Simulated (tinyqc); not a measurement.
Mirror strength against the number of periods: longitudinal sound in a periodic multilayer: transfer matrices, stop bands and folded phonons. Computed by tinyqc, a small Python program. Command: `OMP_NUM_THREADS=1 python tinyqc.py 3003909 3003910 out.jsonl multilayer walk`. One thread of a shared host (Intel(R) Xeon(R) Processor @ 2.30GHz), about 0.01 s of CPU time with the checks.

Layers 1 and 2 repeat with period d = d_1 + d_2; waves travel normal to the layers, without loss. State vector (u, s): displacement u and stress divided by omega. Impedances Z = rho v are in 1e6 kg/(m^2 s).

Inputs (values chosen for the exercise, modelled on gallium arsenide (layer 1), aluminium arsenide (layer 2) and silicon (substrate)):
```
quantity            value    unit
density rho_1         5.3  g/cm^3
velocity v_1         4670     m/s
thickness d_1        11.4      nm
density rho_2        3.83  g/cm^3
velocity v_2         5640     m/s
thickness d_2        13.6      nm
substrate density    2.32  g/cm^3
substrate velocity   8350     m/s
frequency f          74.9     GHz
```

Method:
- Z = rho v; interface reflection r = (Z_2 - Z_1)/(Z_2 + Z_1) (stress amplitude, from 1 into 2); Bragg frequency f_B = 1/[2 (d_1/v_1 + d_2/v_2)]; long-wave velocity v_eff = d/sqrt[(d_1/v_1)^2 + (d_2/v_2)^2 + (Z_1/Z_2 + Z_2/Z_1)(d_1/v_1)(d_2/v_2)].
- A layer maps (u, s) by [[cos p, sin p/Z], [-Z sin p, cos p]], p = 2 pi f d_i/v_i; one period is M = M_2 M_1, and cos(q d) = trace(M)/2.
- For N periods A = M^N. A wave comes from a thick layer of material 1 and leaves into the substrate (Z_s): transmitted power T = 4 Z_1 Z_s/|Z_1 A_22 + Z_s A_11 - i (Z_1 Z_s A_12 - A_21)|^2, reflected power R = 1 - T.

Bragg frequency f_B = 103.040 GHz

Z_2 = 21.6012

Z_1 = 24.751

Z of the substrate = 19.372

trace(M)/2 = -0.661645

Transmitted power:
```
N    T at f_B  T at f_B (dB)   T at f
1     0.99981    -8.0907e-04  0.99717
2     0.97792      -0.096982  0.97029
3     0.92256       -0.35007  0.96529
4     0.84115       -0.75125  0.99320
6     0.63923        -1.9434  0.96395
8     0.44183        -3.5474  0.99803
12    0.17720        -7.5154  0.99835
16   0.063497        -11.972  0.99407
24  0.0074042        -21.305  0.97713
```

What does the comparison show, and why?

At f_B each further period removes 1.17 dB at large N, which is 20 log10 of the impedance ratio, 1.18 dB, as for a quarter-wave stack; 99 % reflection needs N = 24 among these rows. At f, in a pass band, T does not decay with N.
